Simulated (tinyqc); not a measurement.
Inside a calculation. Method: Pariser-Parr-Pople SCF with singles CI, for the molecule c1ccc2[nH]ccc2c1 (SMILES; centres numbered as the heavy atoms are written). One step of it, computed by the program tinyqc.

Problem. Iteration 2: orbitals and new P. Diagonalise F (the basis is taken as orthonormal) and form P = 2 sum c c over the lowest orbitals; 0.3 of the old P is kept.

F (eV):
```
           1C         2C         3C         4C          5N         6C         7C         8C
1C  -5.291578  -3.768351   0.066658   0.445641   -0.164912  -0.070895   0.212762   0.065331
2C  -3.768351  -5.346344  -4.090149   0.117769    0.200904  -0.185895  -0.089638   0.437107
3C   0.066658  -4.090149  -5.626576  -3.673042    0.234742   0.127849  -0.095100  -0.065307
4C   0.445641   0.117769  -3.673042  -6.242810   -3.443814   0.492394   0.255479  -3.589660
5N  -0.164912   0.200904   0.234742  -3.443814  -10.530198  -3.632458   0.631140   0.446660
6C  -0.070895  -0.185895   0.127849   0.492394   -3.632458  -6.316016  -4.142685   0.157332
7C   0.212762  -0.089638  -0.095100   0.255479    0.631140  -4.142685  -5.473306  -3.593173
8C   0.065331   0.437107  -0.065307  -3.589660    0.446660   0.157332  -3.593173  -5.404013
9C  -4.100869   0.027578   0.621149  -0.105443   -0.103667   0.250796   0.087852  -3.639780

           9C
1C  -4.100869
2C   0.027578
3C   0.621149
4C  -0.105443
5N  -0.103667
6C   0.250796
7C   0.087852
8C  -3.639780
9C  -5.240545
```

pi electrons, sum of z_r less the charge = 10

P after iteration 1:
```
           1C         2C         3C         4C         5N         6C         7C         8C
1C   1.029362   0.601754  -0.034431  -0.253395   0.119368   0.058352  -0.149990  -0.033744
2C   0.601754   1.021657   0.722284  -0.060829  -0.134302   0.153005   0.068152  -0.248543
3C  -0.034431   0.722284   1.049087   0.566016  -0.117018  -0.087708   0.064508   0.033729
4C  -0.253395  -0.060829   0.566016   1.094676   0.477515  -0.243376  -0.126310   0.534898
5N   0.119368  -0.134302  -0.117018   0.477515   1.518147   0.541043  -0.289027  -0.204537
6C   0.058352   0.153005  -0.087708  -0.243376   0.541043   1.105035   0.741748  -0.077765
7C  -0.149990   0.068152   0.064508  -0.126310  -0.289027   0.741748   1.126975   0.536334
8C  -0.033744  -0.248543   0.033729   0.534898  -0.204537  -0.077765   0.536334   1.052396
9C   0.726296  -0.014245  -0.353181   0.054457   0.066537  -0.172054  -0.046999   0.553573

           9C
1C   0.726296
2C  -0.014245
3C  -0.353181
4C   0.054457
5N   0.066537
6C  -0.172054
7C  -0.046999
8C   0.553573
9C   1.002664
```

Give: orbital energies; P after iteration 2.

Solution.

orbital energies (eV): -14.4840  -12.1480  -10.8512  -9.6273  -8.8593  -1.4437  -0.6615  0.4197  2.1839

P after iteration 2:
```
         1C       2C       3C       4C       5N       6C       7C       8C
1C   1.0223   0.6030  -0.0291  -0.2624   0.1138   0.0443  -0.1401  -0.0260
2C   0.6030   1.0130   0.7231  -0.0493  -0.1201   0.1597   0.0507  -0.2585
3C  -0.0291   0.7231   1.0460   0.5682  -0.1252  -0.0703   0.0661   0.0275
4C  -0.2624  -0.0493   0.5682   1.0844   0.4514  -0.2672  -0.1051   0.5535
5N   0.1138  -0.1201  -0.1252   0.4514   1.5993   0.5029  -0.2866  -0.2007
6C   0.0443   0.1597  -0.0703  -0.2672   0.5029   1.0942   0.7706  -0.0629
7C  -0.1401   0.0507   0.0661  -0.1051  -0.2866   0.7706   1.0991   0.5199
8C  -0.0260  -0.2585   0.0275   0.5535  -0.2007  -0.0629   0.5199   1.0428
9C   0.7280  -0.0074  -0.3528   0.0449   0.0660  -0.1735  -0.0352   0.5542

         9C
1C   0.7280
2C  -0.0074
3C  -0.3528
4C   0.0449
5N   0.0660
6C  -0.1735
7C  -0.0352
8C   0.5542
9C   0.9987
```
